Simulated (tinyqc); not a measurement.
Trap density from the capacitance step.

Inverse problem. A junction with shallow donors Nd and a deep trap has C_HF = eps0 eps_r/W and C_LF = eps0 eps_r (Nd + Nt)/(Nd W + Nt xt), xt = W - lam. Find W, xt and Nt.

Values chosen for this exercise: relative permittivity eps_r = 9.84; shallow donor density Nd = 1.9e15 cm^-3.

Constants: eps0 = 8.8541878128e-14 F/cm where lengths are in cm. Results are converted to the units shown.

C_HF = 12.269551 nF/cm^2
C_LF = 12.633901 nF/cm^2
lam = 205.75975 nm

Answer. C_HF gives W. With y = C_LF/C_HF, Nt/Nd = (y - 1)/(1 - y xt/W).

W = 710.1 nm
xt = 504.3 nm
Nt = 2.100e14 cm^-3

Program tinyqc, `OMP_NUM_THREADS=1 python tinyqc.py 2050053 2050054 out.jsonl`; Intel Xeon 2.30GHz, shared host, one thread, about 0.01 s.
